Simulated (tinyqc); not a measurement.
# Worked calculation: surface potential of a MOS transistor: implicit equation and explicit approximations

Computed by the program tinyqc: `OMP_NUM_THREADS=1 python tinyqc.py 2122006 2122007 out.jsonl`, one thread of a shared Intel Xeon 2.30GHz, about 0.01 s for the whole run. Printed values are rounded.

p-type body, charge-sheet picture, depletion and inversion only, full ionisation (an idealisation for deep acceptors), Boltzmann statistics (rough once Na exp(x - xn) passes about Nc/7). In units of Vt: xg = (Vg - Vfb)/Vt, x = psi/Vt, G = gamma/sqrt(Vt), xn = (2 phiF + Vc)/Vt. The implicit equation is (xg - x)^2 = G^2 [x - 1 + exp(x - xn)] for x above about 3. Cox = eps0 eox/tox.

Values chosen for this exercise; band and dielectric values close to those of silicon: temperature T = 350 K; band gap Eg = 1.13 eV; relative permittivity eps_r = 11.9; conduction-band density of states at T Nc = 3.49e19 cm^-3; valence-band density of states at T Nv = 3.38e19 cm^-3; relative permittivity of the gate insulator (close to silicon dioxide) eox = 3.9; insulator thickness tox = 5.5 nm; acceptor density Na = 1.3e16 cm^-3; flat-band voltage Vfb = -0.53 V; channel-body voltage Vc = 0 V; gate-body voltage Vg = 0.86 V.

Constants: q = 1.602176634e-19 C, kB = 1.380649e-23 J/K, Vt = kB T/q, eps0 = 8.8541878128e-14 F/cm where lengths are in cm. Results are converted to the units shown.

Range of the model: The electron quasi-Fermi level lies less than 2 Vt below the band edge at the surface, or above it, where degeneracy and confinement, left out, matter.

## Scales

ni = sqrt(Nc Nv) exp(-Eg/(2 Vt)), Eg in volts; phiF = Vt ln(Na/ni); gamma = sqrt(2 q eps0 eps_r Na)/Cox; VT = Vfb + Vt (xn + G sqrt(xn - 1)).

phiF = 0.327356 V
gamma = 0.105521 V^0.5
G = 0.607601
xn = 21.7075
VT = 0.208103 V
xg = 46.0865

## Explicit approximation

Depletion value a = 1 + [sqrt(G^2/4 + xg - 1) - G/2]^2; inversion value b = xn + ln[(xg - xn)^2/G^2 - xn + 1] and first guess y = min(a, b) - ln(1 + exp(-|a - b|)) if a > xn + 1, else b = y = a; one second-order correction with D = exp(y - xn), p = 2 (xg - y) + G^2 (1 + D), w = (xg - y)^2 - G^2 (y - 1 + D): z = y + 2 w/(p + sqrt(p^2 - 2 (2 - G^2 D) w)), or the Newton step z = y + w/p where the root is not real.

a = 42.1871
b = 29.0784
y = 29.0784
p = 621.078
w = -307.784
z = 28.2910

The root of the implicit equation is x = 28.4149; y misses it by 0.66 and z by -0.12, in units of Vt.

## Starting value

x = y rounded to two decimals.

x at the start = 29.08

## Iteration 1: new x

D = exp(x - xn), f = (xg - x)^2 - G^2 (x - 1 + D), f' = -2 (xg - x) - G^2 (1 + D), x(new) = x - f/f'.

D = 1591.68
f = -308.759
f' = -621.996
x after iteration 1 = 28.5836

## Iteration 2: new x

As before.

D = 968.883
f = -61.5226
f' = -393.066
x after iteration 2 = 28.4271

## Course of the iteration

Stop when the step is below 1e-11, or after 60 iterations.

Course of the iteration:
```
iteration  x before the step      step
1                      29.08    -0.496
2                    28.5836    -0.157
3                    28.4271   -0.0121
4                    28.4150  -6.57e-5
5                    28.4149  -1.92e-9
6                    28.4149         0
```

Converged in 6 iterations.

## Potential, charges and gate control

converged x = 28.4149

psi = Vt x; N_dep = Cox Vt G sqrt(x - 1)/q; N_inv = (Cox Vt G/q) [sqrt(x - 1 + exp(x - xn)) - sqrt(x - 1)]; dpsi/dVg = 1/[1 + G^2 (1 + exp(x - xn))/(2 (xg - x))].

psi = 0.857012 V
N_dep = 3.76005e11 cm^-2
N_inv = 1.7126e12 cm^-2
dpsi/dVg = 0.104604

psi lies 6.7 Vt above 2 phiF + Vc.
